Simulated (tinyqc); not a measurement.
# Space-charge-limited current with shallow traps, step by step

Computed by the program tinyqc: `OMP_NUM_THREADS=1 python tinyqc.py 2370037 2370038 out.jsonl`, one thread of a shared Intel Xeon 2.30GHz, about 0.01 s for the whole run. Printed values are rounded.

One carrier type, drift only, an injecting contact at x = 0 (zero field) and thickness L. The share th = y/(1 + y), y = (Nc/Nt) exp(-Et/kB T), of the injected charge is free: J = q mu n F, eps0 eps_r dF/dx = q (n - n0)/th.

Inputs (values chosen for the exercise):
- T = 300 K (temperature)
- eps_r = 21.2 (relative permittivity)
- mu = 0.44 cm^2/(V s) (mobility)
- L = 1800 nm (thickness)
- Nc = 4.6e19 cm^-3 (band density of states)
- Nt = 1.3e17 cm^-3 (trap density)
- Et = 0.28 eV (trap depth)
- n0 = 1.1e13 cm^-3 (free carrier density in equilibrium)
- V = 54 V (voltage)

Constants: q = 1.602176634e-19 C, kB = 1.380649e-23 J/K, Vt = kB T/q, eps0 = 8.8541878128e-14 F/cm where lengths are in cm. Results are converted to the units shown.

Range of the model: Diffusion and a field-dependent mobility are left out. With injecting contacts the diffusion current, about 4 pi^2 Vt th eps0 eps_r mu V/L^3, equals the Mott-Gurney current at V = 35 kB T/q (0.9 V at 300 K), so the drift-only result needs V well above that.

## Limits and characteristic voltages

Ohmic J = q n0 mu V/L; Mott-Gurney J = (9/8) th eps0 eps_r mu V^2/L^3; they cross at Vx = 8 q n0 L^2/(9 th eps0 eps_r); traps fill at V_TFL = q Nt L^2/(2 eps0 eps_r).

th = 0.00695012
ohmic J = 0.232636 A/cm^2
Mott-Gurney J = 3.22888 A/cm^2
Vx = 3.89062 V
V_TFL = 179.756 V

## The exact current

Exact: with u = n0/n(L), w = -u - ln(1 - u) and v = -u - u^2/2 - ln(1 - u), V = (q n0 L^2/(th eps0 eps_r)) v/w^2 and J = q^2 n0^2 mu L/(th eps0 eps_r w). v/w^2 falls steadily with u, so u follows by bisection.

v/w^2 = 12.3374
u = 0.101590
w = 0.00553870
J = 3.40445 A/cm^2
exit field over V/L = 1.48668

J is 1.6 % below the plain sum of the two limits; the exit field lies between the ohmic 1 and the Mott-Gurney 1.5.
